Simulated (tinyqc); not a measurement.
# MOSFET in saturation, small-signal circuit and noise: integrated noise against bandwidth

Bias by the inversion coefficient IC = I/Ispec (charge-based model with velocity saturation; weak inversion below 0.1, strong above 10). Common-source circuit: gm, gds, Cgs, Cgd and Cj at the inner nodes, Rg in series with the gate; quasi-static, no source or drain resistance, no gate-body capacitance, no substrate network, no induced gate noise, so fmax is an upper estimate.

Ispec = 2 n mu Cox (W/L) Vt^2, lc = Ls/L, gms = [sqrt((lc IC + 1)^2 + 4 IC) - 1]/[2 + lc (lc IC + 1)], gm = gms Ispec/(n Vt), gds = sg gm. qs = [sqrt(1 + 4 IC) - 1]/2, Cgs = Cox W L qs (2 qs + 3)/(3 (qs + 1)^2) + Cov W, Cgd = Cov W, Cd = Cj W, Rg = Rsh (Wf/L)/(12 Nf) + Rc/W with Nf = W/Wf fingers (not rounded) contacted at both ends. Channel noise Sid = 4 kB T gam n gm with gam = (1/2 + (2/3) qs)/(1 + qs) + gw lc IC, qs = [sqrt(1 + 4 IC) - 1]/2, lc = Ls/L (the last term an empirical rise with velocity saturation); at the gate, white noise Sw = Sid/gm^2 + 4 kB T Rg. Number fluctuation with correlated mobility: S(f) = K/f, K = q^2 Vt lt Nt/(W L Cox^2) (1 + ac mu Cox I/gm)^2, Vt in eV with Nt per eV. Corner fc = K/Sw. Mean square from f1 = 100 Hz to B: Sw (B - f1) + K ln(B/f1).

Values chosen for this exercise: temperature T = 325 K; gate length L = 90 nm; total gate width W = 5 um; gate capacitance Cox = 2.15 uF/cm^2; mobility mu = 280 cm^2/(V s); slope factor n = 1.42; velocity-saturation length Ls = 10 nm; sheet resistance of the gate Rsh = 15 ohm; finger width Wf = 4 um; gate contact and vertical resistance Rc = 200 ohm um; inversion coefficient IC = 1.3; short-channel excess of the noise factor gw = 0.08; oxide trap density Nt = 1.7e17 cm^-3 eV^-1; tunnelling length into the oxide lt = 0.1 nm; Coulomb scattering coefficient ac = 10000 V s/C.

Constants: q = 1.602176634e-19 C, kB = 1.380649e-23 J/K, Vt = kB T/q. Results are converted to the units shown.

Result of one run:
```
B (Hz)  spot noise at B (nV/Hz^0.5)  white part (uV rms)  1/f part (uV rms)  total (uV rms)
1000                          345.8               0.1056              16.59           16.59
```

What becomes of these results when the upper band edge B is changed from 1000 to 1e6 Hz, all else the same?

Result of the changed run:
```
B (Hz)  spot noise at B (nV/Hz^0.5)  white part (uV rms)  1/f part (uV rms)  total (uV rms)
1e6                           11.49                3.519              33.19           33.38
```

The whole series:
```
B (Hz)  spot noise at B (nV/Hz^0.5)  white part (uV rms)  1/f part (uV rms)  total (uV rms)
1000                          345.8               0.1056              16.59           16.59
10000                         109.4               0.3502              23.47           23.47
1e5                           34.76                1.112              28.74           28.76
1e6                           11.49                3.519              33.19           33.38
1e7                           4.934                11.13              37.11           38.74
1e8                           3.685                35.19              40.65           53.77
1e9                           3.536                111.3              43.91           119.6
```

The 1/f part adds the same power, K ln 10, in each decade and grows only from 16.6 to 43.9 uV; the white part grows as sqrt(B). It overtakes the 1/f part by B = 1e9 Hz among the rows, above the corner fc = 9.66e6 Hz of the spot noise.

tinyqc, about 0.01 s, one thread, Intel Xeon 2.30GHz (shared host): `OMP_NUM_THREADS=1 python tinyqc.py 2150137 2150138 out.jsonl`
